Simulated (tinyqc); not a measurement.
# CMOS inverter, nodal equation and switching, step by step

Numbers from tinyqc (`OMP_NUM_THREADS=1 python tinyqc.py 2340128 2340129 out.jsonl`; about 0.04 s on one thread of a shared Intel Xeon 2.30GHz). Printed values are rounded.

An n-channel pull-down (bn, VTn) and a p-channel pull-up (bp, VTp) share the input Vin and the output node Vout, which carries the load C. Transistor (EKV form, voltages against the body): I = 2 n b Vt^2 [F(vp - Vs) - F(vp - Vd)] from drain to source, F(v) = ln^2(1 + exp(v/(2 Vt))), vp = (Vg - VT + sg |Vd - Vs|)/n. n-channel bodies are at 0; for the p-channel device all voltages are counted down from Vdd. b in uA/V^2 gives I in uA. Static: In = Ip. Transient: C dVout/dt = Ip - In. No velocity saturation, no gate capacitance beyond C.

Parameters, values chosen for the exercise:
- T = 300 K (temperature)
- Vdd = 0.7 V (supply voltage)
- n = 1.3 (slope factor)
- sg = 0.06 (drain-induced barrier lowering)
- VTn = 0.43 V (n-channel threshold)
- VTp = 0.29 V (p-channel threshold (magnitude))
- bn = 190 uA/V^2 (gain factor of the pull-down transistor)
- bp = 150 uA/V^2 (gain factor of the pull-up transistor)
- C = 3.2 fF (load capacitance)
- Vin = 0.22 V (input voltage)
- dt = 40 ps (time step)

Constants: q = 1.602176634e-19 C, kB = 1.380649e-23 J/K, Vt = kB T/q. Results are converted to the units shown.

## Iteration 1: output voltage by Newton steps

Vout at the start = 0.35 V

f = In - Ip at (Vin, Vout); G = df/dVout by a central difference with +/- 1e-6 V; Vout(new) = Vout - f/G.

In = 0.00112433 uA
Ip = 2.63821 uA
G = 1.42748 uS
Vout after iteration 1 = 2.19737 V

This step lands outside the rails.

## Iteration 2: output voltage by Newton steps

As before.

In = 0.0244290 uA
Ip = -281.426 uA
G = 347.500 uS
Vout after iteration 2 = 1.38744 V

The value that enters this step is an overshoot, farther from the solution than the start was, so its intermediate quantities are not physical.

## Course of the iteration: output voltage by Newton steps

Stop when Vout changes by less than 1e-9 V, or after 30 iterations.

Course of the iteration:
```
iteration	Vout (V)	|change| (V)
1	2.19737	1.85
2	1.38744	0.810
3	0.988111	0.399
4	0.799204	0.189
5	0.721878	0.0773
6	0.701584	0.0203
7	0.699936	1.65e-3
8	0.699925	1.10e-5
9	0.699925	4.07e-10
```

Converged in 9 iterations. At the end the number of correct digits about doubles with each step. On the way 5 iterate(s) lie more than 5 mV outside the rails, the first at 2.20 V, before the steps return.

## Transfer curve

Vin, point 0 to 10 (V): 0  0.07  0.14  0.21  0.28  0.35  0.42  0.49  0.56  0.63  0.7

For each Vin solve In = Ip; gain = dVout/dVin.

```
point	Vout (V)	supply current (uA)	gain
0	0.700000	3.1874e-6	0.000
1	0.699999	2.5441e-5	0.000
2	0.699995	2.0100e-4	0.000
3	0.699947	0.0015438	-0.002
4	0.699394	0.011017	-0.021
5	0.692058	0.066068	-0.311
6	0.254766	0.17748	-16.637
7	0.004855	0.052391	-0.186
8	0.000378	0.0087011	-0.013
9	0.000033	0.0012189	-0.001
10	0.000003	1.5868e-4	0.000
```

The switching point Vin = Vout lies at 0.4106 V, with a gain of -16.7. The current peaks at 0.177 uA among the points, against 3.2e-6 and 1.6e-4 uA of leakage at the ends.

## Switching point and noise margins

VM solves In = Ip with Vin = Vout. VIL and VIH are the inputs at which the gain is -1; NML = VIL - Vout(VIH), NMH = Vout(VIL) - VIH.

VM = 0.41064 V
gain at VM = -16.658
VIL = 0.37404 V
VIH = 0.45409 V
NML = 0.35270 V
NMH = 0.22419 V

VM lies 61 mV above Vdd/2, and the low margin is the larger one. With both transistors saturated the size of the gain tends to 1/sg = 16.7; here it is 0.052 % below that.

## Step 1: one time step of the falling output

Vout at t = 0 = 0.7 V

The input steps to Vdd at t = 0; I = In - Ip. Trapezoidal rule: V(new) = V - (dt/C)[I(V) + I(V(new))]/2, solved for V(new); 1 ps uA/fF = 1 mV.

I(V) = 7.14304 uA
I(V(new)) = 6.90662 uA
Vout after step 1 = 0.612190 V

## Step 2: one time step of the falling output

As before.

I(V) = 6.90662 uA
I(V(new)) = 6.68195 uA
Vout after step 2 = 0.527261 V

## Delays and energy

For a step input the delay to Vdd/2 is tHL = C times the integral of dV/(In - Ip) from Vdd/2 to Vdd at Vin = Vdd, and tLH likewise with Ip - In from 0 to Vdd/2 at Vin = 0. Energy drawn for one full cycle of the output: C Vdd^2. Leakage power: Vdd times the mean of the supply currents at Vin = 0 and Vdd.

tHL = 167.964 ps
tLH = 99.6736 ps
energy = 1.568 fJ
leakage power = 0.0566547 nW

Time steps as above cross Vdd/2 at 168 ps by linear interpolation, 0.054 % above tHL. tLH/tHL = 0.593, with bn/bp = 1.27.
